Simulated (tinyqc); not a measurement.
What the thin-film term adds: Deal-Grove kinetics of thermal oxidation of silicon. Computed by tinyqc, a small Python program. Command: `OMP_NUM_THREADS=1 python tinyqc.py 3004429 3004430 out.jsonl oxide walk`. One thread of a shared host (Intel(R) Xeon(R) Processor @ 2.30GHz), about 0.09 s of CPU time with the checks.

Oxidant diffuses through the oxide and reacts at the interface, so that dx/dt = B/(A + 2x) for the oxide thickness x.

Inputs (values chosen for the exercise, close to those used for silicon):

| quantity | value | unit |
|---|---|---|
| prefactor B0 | 798 | um^2/h |
| activation energy E_B | 1.24 | eV |
| prefactor (B/A)0 | 4.05e+06 | um/h |
| activation energy E_A | 2 | eV |
| temperature T | 1075 | C |
| oxidant pressure p | 0.1 | atm |
| pressure exponent m of B/A | 0.76 | - |
| initial oxide x_i | 0.05 | um |
| ratio c of the extra rate to B/A | 2.3 | - |
| decay length L | 0.011 | um |

Ambient: dry oxygen. Surface: (100). Extension: thin-film term.

Constants: k_B = 8.617333262e-05 eV/K.

Method:
- B = B0 p exp(-E_B/(k_B T)), B/A = (B/A)0 p^m exp(-E_A/(k_B T)), p in atm; A = B/(B/A).
- Temperatures in kelvin are T(C) + 273.15.
- tau = (x_i^2 + A x_i)/B and x = (A/2) [sqrt(1 + 4 B (t + tau)/A^2) - 1], the root of x^2 + A x = B (t + tau).
- Thin-film (Massoud) form: dx/dt = B/(A + 2x) + c (B/A) exp(-x/L), integrated from x_i by fourth-order Runge-Kutta in 2000 steps, the i-th of length (2 i - 1) t/2000^2.

length A = 0.0786411 um

parabolic constant B = 0.00184723 um^2/h

linear constant B/A = 0.0234894 um/h

Thickness:

| t (h) | Deal-Grove (um) | with the term (um) | difference (nm) |
|---|---|---|---|
| 0.02 | 0.05021 | 0.05022 | 0.01134 |
| 0.05 | 0.05052 | 0.05054 | 0.02790 |
| 0.1 | 0.05103 | 0.05108 | 0.05430 |
| 0.3 | 0.05305 | 0.05320 | 0.14657 |
| 1 | 0.05980 | 0.06015 | 0.34984 |
| 3 | 0.07695 | 0.07746 | 0.50266 |
| 10 | 0.12332 | 0.12373 | 0.41481 |
| 30 | 0.21246 | 0.21273 | 0.26915 |

The gain reaches at most 0.503 nm among these rows, at 3 h, and then shrinks, because the thicker film grows more slowly once diffusion matters. If the base rate kept its starting value B/(A + 2 x_i), the gain would level off at L ln(1 + c (1 + 2 x_i/A) exp(-x_i/L)) = 0.594 nm.
